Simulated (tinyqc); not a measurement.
Deal-Grove kinetics of thermal oxidation of silicon: one step, computed by the program tinyqc. Command: `OMP_NUM_THREADS=1 python tinyqc.py 3007169 3007170 out.jsonl oxide walk`. One thread of a shared host (Intel(R) Xeon(R) Processor @ 2.30GHz), about 0.02 s of CPU time with the checks.

Oxidant diffuses through the oxide and reacts at the interface, so that dx/dt = B/(A + 2x) for the oxide thickness x.

Question. Thickness after the oxidation. tau = (x_i^2 + A x_i)/B and x = (A/2) [sqrt(1 + 4 B (t + tau)/A^2) - 1], the root of x^2 + A x = B (t + tau). Silicon consumed is 0.44 times the oxide grown; the rate is B/(A + 2x).

Inputs (values chosen for the exercise, close to those used for silicon): temperature T = 1200 C; initial oxide x_i = 0.1 um; time t = 1.7 h.

Ambient: dry oxygen. Surface: (100).

length A = 0.1214337 um

parabolic constant B = 0.05149202 um^2/h

Give: tau; oxide thickness x; silicon consumed; final growth rate.

Answer.

tau = 0.4300 h

oxide thickness x = 0.2760 um

silicon consumed = 0.07743 um

final growth rate = 0.07647 um/h

2x/A = 4.55: diffusion through the oxide limits the rate.
